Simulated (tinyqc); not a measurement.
Inside a calculation. Model: drifting, spreading and decaying minority pulse (Haynes-Shockley), explicit time steps.

Computed by the program tinyqc: `OMP_NUM_THREADS=1 python tinyqc.py 2310120 2310121 out.jsonl`, one thread of a shared Intel Xeon 2.30GHz, about 0.01 s for the whole run. Printed values are rounded.

Low injection in a uniform field: dn/dt = D d2n/dx2 - v dn/dx - n/tau with D = mu Vt and v = mu F towards +x. Exact solution on an infinite bar for a Gaussian start at x0: n = N0 exp(-t/tau) exp(-(x - x0 - v t)^2/(2 s^2))/sqrt(2 pi s^2), s^2 = s0^2 + 2 D t.

Values chosen for this exercise; mobility close to that of silicon at room temperature:
- T = 300 K (temperature)
- mu = 1340 cm^2/(V s) (minority-carrier mobility)
- F = 12 V/cm (sweep field along the drift)
- hx = 49 um (mesh step)
- tau = 9.5e-6 s (lifetime)
- N0 = 2e9 cm^-2 (injected sheet density)
- dt = 1.6e-7 s (time step)
- s0 = 50 um (initial width (standard deviation))

Constants: q = 1.602176634e-19 C, kB = 1.380649e-23 J/K, Vt = kB T/q. Results are converted to the units shown.

## Coefficients of the scheme

Exponentially fitted fluxes: d = F hx/Vt, B(d) = d/(exp(d) - 1), k = D dt/hx^2; (L n)_i = a n_(i-1) + b n_i + c n_(i+1) with a = k B(-d), c = k B(d), b = -a - c - dt/tau. Explicit steps keep n positive for dt up to 1/[(D/hx^2)(B(d) + B(-d)) + 1/tau].

D = 34.6417 cm^2/s
v = 16080 cm/s
d = 2.27449
a = 0.585255
b = -0.662290
c = 0.0601933
positivity limit of dt = 2.41586e-7 s

dt is 0.66 times the explicit limit. On this mesh the fitted flux acts like a diffusion coefficient (d/2) coth(d/2) D = 1.40 D for a travelling pulse, before the error of the time steps.

## Initial pulse

Nodes x_i = i hx, i = 1 to 13, n = 0 at nodes 0 and 14; the Gaussian at t = 0 with x0 = 4 hx.

n at t = 0, node 1 to 13 (in units of 1e11 cm^-3): 0.02119  0.23376  0.98724  1.59577  0.98724  0.23376  0.02119  0.00073  0.00001  0.00000  0.00000  0.00000  0.00000

## Step 1: densities after a time step

(L n)_i = a n_(i-1) + b n_i + c n_(i+1), n = 0 beyond the ends. Explicit step: n(new) = n + L n.

n at t = 1 dt, node 1 to 13 (in units of 1e11 cm^-3): 0.02123  0.15077  0.56627  1.17612  1.28140  0.65801  0.14401  0.01265  0.00043  0.00001  0.00000  0.00000  0.00000

## Step 2: densities after a time step

As before.

n at t = 2 dt, node 1 to 13 (in units of 1e11 cm^-3): 0.01624  0.09742  0.35027  0.80573  1.16068  0.98083  0.43450  0.08858  0.00755  0.00026  0.00000  0.00000  0.00000

## Course in time

The same steps, now on nodes 1 to 60 (n = 0 at nodes 0 and 61), for 24 steps; centre = sum x n/sum n. Deviations are from the exact pulse, as a share of its largest value on the nodes; a run counts as stable if they stay under 100 %.

Course of the iteration:
```
step  hx sum n (cm^-2)  centre (um)  most negative n (cm^-3), 0 if none  largest deviation (% of the peak)
1            1.96533e9      222.275                                   0                               5.76
2            1.93161e9      248.525                                   0                               7.84
3            1.89859e9      274.763                                   0                               8.26
4            1.86628e9      300.985                                   0                               10.1
5            1.83463e9      327.194                                   0                               9.99
6            1.80358e9      353.392                                   0                               10.9
7            1.77310e9      379.582                                   0                               11.2
8            1.74317e9      405.766                                   0                               11.2
9            1.71377e9      431.946                                   0                               11.8
...                ...          ...                                 ...                                ...
16           1.52158e9      615.151                                   0                               12.5
17           1.49595e9      641.321                                   0                               12.3
18           1.47075e9      667.490                                   0                               12.8
19           1.44598e9      693.659                                   0                               12.3
20           1.42163e9      719.828                                   0                               12.9
21           1.39769e9      745.997                                   0                               12.4
22           1.37415e9      772.166                                   0                               12.9
23           1.35100e9      798.335                                   0                               12.7
24           1.32825e9      824.504                                   0                               12.9
```

The run is stable. After 24 steps the deviation is 13 % of the peak. From step 1 to the last the centre has moved at 1.02 v and the content is 0.51 % below N0 exp(-t/tau). On an endless mesh these steps would give a speed of 1.02 v and a content of 0.997 times the exact one, from dt/tau = 0.0168 alone; the rest comes from the absorbing ends.
